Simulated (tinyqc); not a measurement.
# Worked calculation: thermionic-field emission through a Schottky barrier, WKB

Program tinyqc, `OMP_NUM_THREADS=1 python tinyqc.py 2640002 2640003 out.jsonl`; Intel Xeon 2.30GHz, shared host, one thread, about 0.01 s. Printed values are rounded.

Metal on an n-type semiconductor with one parabolic valley; V > 0 is forward bias (metal positive). Energies E are counted from the conduction edge of the neutral semiconductor, whose Fermi level lies at -xi; that of the metal lies at -xi - V. The barrier is a parabola of height Vd = phi - xi - V (depletion approximation, no image force).

Parameters, values chosen for the exercise; band and dielectric values close to those of gallium arsenide: temperature T = 400 K; electron mass me = 0.0657 m0; relative permittivity eps_r = 12.9; barrier height seen from the metal phi = 0.94 eV; donor density Nd = 3.2e17 cm^-3; bias V = 0.17 V; points of the energy grid nE = 11; upper end of the energy grid Eb = 0.96 eV.

Constants: q = 1.602176634e-19 C, kB = 1.380649e-23 J/K, hbar = 1.054571817e-34 J s, h = 6.62607015e-34 J s, m0 = 9.1093837015e-31 kg, Vt = kB T/q, eps0 = 8.8541878128e-14 F/cm where lengths are in cm. Results are converted to the units shown.

Range of the model: The depletion approximation, a parabolic band and the neglect of image-force lowering make these currents estimates at high doping.

## Fermi level, barrier and E00

Nc = 2 (2 pi me m0 kB T/h^2)^1.5 (times 1e-6 for cm^-3); Nd = Nc F12(-xi/Vt), F12(x) = (2/sqrt(pi)) int_0^infinity sqrt(u)/(1 + exp(u - x)) du; E00 = (hbar/2) sqrt(Nd/(me m0 eps0 eps_r)) in SI units (volts). W = sqrt(2 eps0 eps_r Vd/(q Nd)).

Nc = 6.506211e17 cm^-3
xi = 0.01850644 eV
Vd = 0.7514936 V
W = 57.86509 nm
E00 = 11.40840 meV
E00/Vt = 0.3309725

By a common rule of thumb, E00/Vt below 0.5 marks thermionic emission, 0.5 to 5 thermionic-field emission and above 5 field emission. By that rule alone: thermionic emission; with a high barrier, tunnelling near its top can carry most of the current even below 0.5.

## Current density on a coarse grid

For E < Vd, ln T(E) = -(Vd/E00) [sqrt(1 - y) - y ln((1 + sqrt(1 - y))/sqrt(y))], y = E/Vd; T(E) = 1 above. J = A* T (q/kB) int_0^infinity T(E) N(E) dE, N = ln[(1 + exp((-xi - E)/Vt))/(1 + exp((-xi - V - E)/Vt))], A* = 4 pi q me m0 kB^2/h^3 (times 1e-4 for A/(cm^2 K^2)). Simpson's rule on nE equally spaced points from 0 to Eb.

```
point     E (eV)          T(E)             N        T(E) N
0      0.0000000  2.467039e-29     0.4560995  1.125215e-29
1      0.0960000  2.832812e-21    0.03518543  9.967368e-23
2      0.1920000  7.073193e-16   0.002208540  1.562143e-18
3      0.2880000  1.397160e-11   1.364630e-4  1.906607e-15
4      0.3840000   4.495578e-8   8.423576e-6  3.786884e-13
5      0.4800000   3.168763e-5   5.199379e-7  1.647560e-11
6      0.5760000   0.005440093   3.209259e-8  1.745867e-10
7      0.6720000     0.2134512   1.980880e-9  4.228212e-10
8      0.7680000             1  1.222676e-10  1.222676e-10
9      0.8640000             1  7.546829e-12  7.546829e-12
10     0.9600000             1  4.658196e-13  4.658196e-13
```

J = 0.002793889 A/cm^2

The integrand peaks at E = 0.672 eV among these points, 0.89 of the barrier height. A converged quadrature gives 0.002665 A/cm^2 (this grid is 4.8 % above that), of which 9.4 % passes over the barrier.
